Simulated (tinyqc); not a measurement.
Inside a calculation. Method: CIS and TDHF on RHF in the sto-6g basis, for H3-, spin multiplicity 1. The basis has no diffuse functions, so it cannot describe the extra electron: this is an exercise in the method, not the real anion. One step of it, computed by the program tinyqc.

Question. CIS triplet states. Diagonalise A (1 hartree = 27.211386 eV); each vector has its largest component positive (the first on a tie).

CIS matrix A, triplet (hartree):
```
          1>3       2>3
1>3  0.879723  0.000088
2>3  0.000088  0.281274
```

Give: triplet excitation energies; lowest vectors.

Answer.

triplet excitation energies (eV): 7.654  23.938

lowest vectors:
```
     state 1  state 2
1>3    0.000    1.000
2>3    1.000    0.000
```
